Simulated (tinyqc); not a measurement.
Inside a calculation. Model: trench capacitor in an array: capacitance, non-linearity, leakage and relaxation.

Computed by the program tinyqc: `OMP_NUM_THREADS=1 python tinyqc.py 2102054 2102055 out.jsonl`, one thread of a shared Intel Xeon 2.30GHz, about 0.01 s for the whole run. Printed values are rounded.

A film between two metal electrodes, each interface adding a series capacitance ci. The small-signal permittivity is ek (1 + aq E^2); the field is found with the linear permittivity. Leakage J = J0 sinh(E/Ef). After a voltage step the film passes a relaxation current kr C V tt^(-nr), tt being the time in seconds. The sidewall is a coaxial capacitor with radii a = dm/2 - t and b = dm/2, depth AR dm; the end face is left out.

Inputs (values chosen for the exercise); permittivity of the order of that of hafnium oxide:
```
symbol    value       unit                                                             meaning
ek         19.7                                              relative permittivity of the film
t            19         nm                                                      film thickness
ci         1000    uF/cm^2  capacitance of each electrode interface (dead layer and screening)
aq       0.0053  cm^2/MV^2                     quadratic field coefficient of the permittivity
V             1          V                                                                bias
J0      3.8e-10     A/cm^2                                                   leakage prefactor
Ef         0.18      MV/cm                             field for an e-fold rise of the leakage
dm          210         nm                                                diameter of the hole
AR           10                                              aspect ratio, depth over diameter
pt          420         nm                                           pitch of the square array
rho         180    uohm cm                                  resistivity of the inner electrode
```

Constants: eps0 = 8.8541878128e-14 F/cm where lengths are in cm. Results are converted to the units shown.

## Planar capacitance, field and non-linearity

Planar film: Cf = eps0 ek/t, 1/C = 1/Cf + 2/ci, EOT = 3.9 eps0/C, effective permittivity C t/eps0, E = (V/t) C/Cf; quadratic coefficient [C(V)/C - 1]/V^2 with Cf (1 + aq E^2) in C(V).

Cf = 0.918039 uF/cm^2
C = 0.916357 uF/cm^2
EOT = 3.76833 nm
effective permittivity = 19.6639
E = 0.525351 MV/cm
quadratic coefficient = 1460.08 ppm/V^2
J = 3.50772e-9 A/cm^2

The interfaces take 0.183 % of the voltage.

## Cell capacitance, fields and time constant

Per length 1/c = ln(b/a)/(2 pi eps0 ek) + (1/a + 1/b)/(2 pi ci); cell capacitance c AR dm; per footprint over pt^2; fields c V/(2 pi eps0 ek r) at r = a and b; resistance of the inner electrode rho AR dm/(pi a^2); time constant R C/3 of the distributed line.

a = 86 nm
b = 105 nm
cell capacitance = 11.5086 fF
capacitance per footprint = 6.52416 uF/cm^2
field at a = 0.581448 MV/cm
field at b = 0.476233 MV/cm
R = 0.162684 kohm
R C/3 = 0.624090 ps

The array gives 7.12 times the planar capacitance per footprint; curvature makes the field at the inner electrode 1.11 times the planar value.
